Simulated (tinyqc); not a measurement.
Inside a calculation. Model: kinetics of strain relaxation and threading dislocations in mismatched semiconductor layers. Computed by tinyqc, a small Python program that keeps every step. Command: `OMP_NUM_THREADS=1 python tinyqc.py 3003899 3003900 out.jsonl threading walk`. One thread of a shared host (Intel(R) Xeon(R) Processor @ 2.30GHz), about 0.01 s of CPU time with the checks. Intermediate numbers are printed to about 6 digits and carried at full precision; extremes and crossings named in words are read from the listed rows.

60-degree dislocations on {111} planes of a (001) layer, isotropic elasticity. The Schmid factor is 1/sqrt(6), and a misfit segment relieves strain with b/2.

Inputs (values chosen for the exercise, modelled on Ge on Si):
```
quantity                                     value          unit
misfit f                                    0.0416             -
shear modulus G                               58.2           GPa
Poisson ratio nu                              0.26             -
Burgers vector b                                 4      angstrom
glide activation energy Q                     1.65            eV
velocity prefactor v0                        28000   m/s per MPa
layer thickness h                               20            nm
anneal temperature T                           812             K
anneal time t                                   84             s
initial thread density rho_0                310000        1/cm^2
multiplication constant delta                 3100           1/m
grading rate (misfit per thickness) R_f      0.016  1/micrometre
growth temperature of the buffer T_g           674             K
growth rate R_g                               0.19          nm/s
reaction radius r_A                             41            nm
final thickness of a thick uniform layer H    0.41    micrometre
aspect ratio of a trench                       1.7             -
```

Sources: fixed density of threads.

Constants: k_B = 8.617333262e-05 eV/K.

## Excess stress and glide velocity at the start

Excess resolved stress tau = (1/sqrt 6) [2 G (1 + nu)/(1 - nu)] (e - e_eq), e_eq = b (1 - nu/4) [ln(h/b) + 1]/(4 pi (1 + nu) h), the Matthews-Blakeslee strain of an uncapped layer; glide velocity v = v0 tau exp(-Q/(k_B T)), tau in MPa.

equilibrium strain e_eq = 0.00580125

excess stress tau = 2896.57 MPa

mobility v/tau = 1.60779e-06 m/s per MPa

initial velocity = 4657.08 micrometre/s

The layer carries 7.2 times its equilibrium strain. In the anneal time a thread would run 390000 micrometre at this speed. Caution: at stresses above about 1 GPa the linear velocity law understates glide, as stress lowers the kink barrier. Caution: at such misfit the layer islands and relaxes during the first nanometres, so a uniform strained start is an idealisation.

## Relaxation in the anneal

Threads run in two directions, so de/dt = -(b/4) rho v, with rho fixed. With x = e - e_eq, x0 = f - e_eq (fully strained at t = 0) and v = m S x (m the mobility, S x = tau): x = x0 exp(-t/t_r), t_r = 4/(b rho_0 m S). The half time is that at which x = x0/2.

strain left e = 0.00701093

share of the excess strain relieved = 96.6209 %

thread density = 310000 1/cm^2

half time = 17.1877 s

Most of the excess strain is gone. The misfit lines laid down are 0.0058 micrometre apart. Caution: blocking of threads by crossing misfit lines, left out here, leaves real layers with more strain.

## Anneal temperature

The formulas are those given above.

After the time t:
```
T (K)  first velocity (micrometre/s)  relieved (%)  threads (1/cm^2)  half time (s)
643                      9.47295e+00        0.6867            310000    8.44980e+03
670                      3.14520e+01        2.2618            310000    2.54498e+03
703                      1.20298e+02        8.3786            310000    6.65383e+02
729                      3.17787e+02       20.6386            310000    2.51881e+02
761                      9.58951e+02       50.2192            310000    8.34709e+01
782                      1.88469e+03       74.6127            310000    4.24710e+01
813                      4.79413e+03       96.9415            310000    1.66964e+01
864                      1.92515e+04       99.9999            310000    4.15782e+00
```

The half time follows exp(Q/(k_B T)), a decade for each 70 K near 761 K. Relief goes from 21 % at 729 K to 74.6 % at 782 K: with a fixed density the onset is gradual, and more threads relax the layer sooner. Caution: rows with more than 50 % relieved leave out blocking by crossing misfit lines, which slows real layers.

## Graded buffer

In steady grading, strain is fed at R_f R_g and relieved at (b/4) rho v. As a glide-limited estimate, the driving stress is taken as the mean stress of the strained top zone, whose depth z solves R_f z/2 = e_eq(z), with strain R_f z at the surface; tau_g = S R_f z/2 is its mean; then rho = 4 R_f R_g/(b m tau_g), m = v0 exp(-Q/(k_B T_g)), S = (1/sqrt 6) 2 G (1 + nu)/(1 - nu), e_eq(z) = b (1 - nu/4) [ln(z/b) + 1]/(4 pi (1 + nu) z).

depth z of the strained zone = 142.480 nm

stress tau_g = 92.2271 MPa

thread density of the buffer = 2.56208e+06 1/cm^2

buffer thickness f/R_f = 2.6 micrometre

Raising T_g by 50 K would lower this density by a factor 7.1: fast glide lets few threads do the work.

## Thick uniform layer and trapping in a trench

A separate case, a thick relaxed layer. Pair reactions during growth: d rho/dh = -K rho^2 with K = 2 r_A tan(psi) and threads inclined by psi = 45 degrees (the <110> lines of {111} planes), so rho = 1/(K H) for a layer that starts with far more threads than that, as highly mismatched layers do. In a trench along [110] a thread on {111} rises at 54.74 degrees across the width, and leaves through the wall below the height w tan(54.74 degrees) = sqrt(2) w; the share of threads, evenly spread over the floor, that reach the top is max(0, 1 - a/sqrt 2) for the aspect ratio a.

thread density at H = 2.97442e+09 1/cm^2

share that reaches the top = 0

The trench traps all threads that cross it; those that run along it are not trapped. Thickness alone needs 1200 micrometre for 1e6 /cm^2.

Checks made by the program: strain against numerical integration (relative difference below 1e-10).
